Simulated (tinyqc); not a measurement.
Mobility and doping from two currents.

Inverse problem. A trap-free film with injecting contacts is fitted, with diffusion neglected, by J = q mu N V/Lf + (9/8) eps0 eps_r mu V^2/Lf^3. Find mu, N and the voltage at which both terms are equal.

Values chosen for this exercise:
- eps_r = 11.9 (relative permittivity)
- Lf = 1700 nm (film thickness)

Constants: q = 1.602176634e-19 C, eps0 = 8.8541878128e-14 F/cm where lengths are in cm. Results are converted to the units shown.

J at 3 and 19 V (A/cm^2): 27.699184  366.12715

Answer. J/V is a straight line in V: the slope gives mu and the intercept mu N.

mu = 2.600 cm^2/(V s)
N = 3.000e15 cm^-3
crossover voltage = 11.72 V

Computed by the program tinyqc: `OMP_NUM_THREADS=1 python tinyqc.py 2730135 2730136 out.jsonl`, one thread of a shared Intel Xeon 2.30GHz, about 0.07 s for the whole run.
